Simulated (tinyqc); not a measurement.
Worked calculation: chemical vapour deposition: Grove model, boundary layer, depletion and step coverage. Computed by tinyqc, a small Python program that keeps every step. Command: `OMP_NUM_THREADS=1 python tinyqc.py 3018579 3018580 out.jsonl cvd walk`. One thread of a shared host (Intel(R) Xeon(R) Processor @ 2.30GHz), about 0.01 s of CPU time with the checks. Intermediate numbers are printed to about 5 digits and carried at full precision; extremes and crossings named in words are read from the listed rows.

A precursor diffuses to the surface and reacts there at first order; each molecule that reacts adds one formula unit of film.

Inputs (values chosen for the exercise, close to those used for polysilicon from silane):

| quantity | value | unit |
|---|---|---|
| prefactor k0 of k_s | 2.7e+07 | cm/s |
| activation energy E | 1.62 | eV |
| temperature T | 780 | C |
| total pressure p | 0.11 | torr |
| mole fraction of the precursor Y | 0.061 | - |
| gas diffusivity D0 at 273.15 K and 760 torr | 0.42 | cm^2/s |
| film density N | 5e+22 | formula units/cm^3 |
| precursor mass M | 32 | u |
| trench width w | 0.63 | um |
| aspect ratio of the trench | 54 | - |
| wafer radius R | 7.5 | cm |
| wafer spacing s | 0.38 | cm |

Reactor: wafer stack, low pressure.

Constants: k_B = 1.380649e-23 J/K; u = 1.6605390666e-27 kg; k_B = 8.617333262e-05 eV/K.

## Gas-phase and surface constants

k_s = k0 exp(-E/(k_B T)); C_g = Y p/(k_B T), 1 torr = 133.322 Pa; D = D0 (T/273.15)^1.75 (760/p). Temperatures in kelvin are T(C) + 273.15. Mean speed c = sqrt(8 k_B T/(pi M)); reactive sticking probability beta = 4 k_s/c.

surface rate constant k_s = 0.47749 cm/s

precursor density C_g = 6.1525e+13 1/cm^3

gas diffusivity D = 30784 cm^2/s

mean speed c = 83475 cm/s

sticking probability beta = 2.2881e-05

## Uniformity across a wafer

Between two wafers the gas diffuses inward and reacts on both faces: (D/r) d/dr (r dC/dr) = 2 k_s C/s, so C(r)/C_g = I0(phi r/R)/I0(phi) with phi^2 = 2 k_s R^2/(s D); G(r) = k_s C(r)/N, 1 cm/s = 6e8 nm/min; the mean over the wafer is eta = 2 I1(phi)/(phi I0(phi)).

Thiele modulus phi = 0.067765

growth rate G at the edge = 0.35253 nm/min

rate at the centre over rate at the edge = 0.99885

effectiveness eta = 0.99943

The centre lags the edge by 0.11 %; for small phi the lag is phi^2/4 = 0.11 %. Caution: the mean free path 3D/c is comparable with or larger than the wafer spacing, where wall collisions cap D near (2s) c/3 and the lag is larger than computed.

## Pressure and uniformity

The formulas are those given above.

Effect of the total pressure at fixed Y:

| p (torr) | D (cm^2/s) | phi | centre/edge | G at the edge (nm/min) |
|---|---|---|---|---|
| 0.05 | 6.7725e+04 | 0.0457 | 0.99948 | 1.6024e-01 |
| 0.1 | 3.3862e+04 | 0.0646 | 0.99896 | 3.2048e-01 |
| 0.3 | 1.1287e+04 | 0.1119 | 0.99688 | 9.6144e-01 |
| 1 | 3.3862e+03 | 0.2043 | 0.98964 | 3.2048e+00 |
| 3 | 1.1287e+03 | 0.3539 | 0.96941 | 9.6144e+00 |
| 10 | 3.3862e+02 | 0.6461 | 0.90324 | 3.2048e+01 |
| 30 | 1.1287e+02 | 1.1191 | 0.74712 | 9.6144e+01 |
| 100 | 3.3862e+01 | 2.0432 | 0.42559 | 3.2048e+02 |

D scales as 1/p and phi as sqrt(p), while the edge rate grows as p. The centre stays within 5 % of the edge up to 3 torr: low pressure trades rate for uniformity and lets wafers stand close together. Caution: at the lowest pressures the mean free path exceeds the wafer spacing, so D stops growing as 1/p.

## Step coverage in a trench

In a long trench of width w and depth l = aspect ratio x w: Knudsen diffusivity D_K = (2w) c/3 (hydraulic diameter 2w), combined as 1/D_e = 1/D_K + 1/D; D_e d2C/dz2 = 2 k_s C/w with D_e dC/dz = -k_s C at the floor. With m = sqrt(2 k_s/(w D_e)): C(floor)/C(top) = 1/[cosh(m l) + (k_s/(D_e m)) sinh(m l)].

Knudsen diffusivity D_K = 3.5060 cm^2/s

effective diffusivity D_e = 3.5056 cm^2/s

modulus m l = 0.22371

step coverage = 0.97504

Wall collisions limit transport in the trench; then m l = aspect ratio x sqrt(3 beta)/2, 0.2237, whatever the width. Coverage is nearly conformal. Caution: the hydraulic-diameter form of D_K is rough for a slit.

Checks made by the program: effectiveness against direct integration (relative difference below 1e-10); step coverage against a numerical boundary-value solution (relative difference below 1e-10).
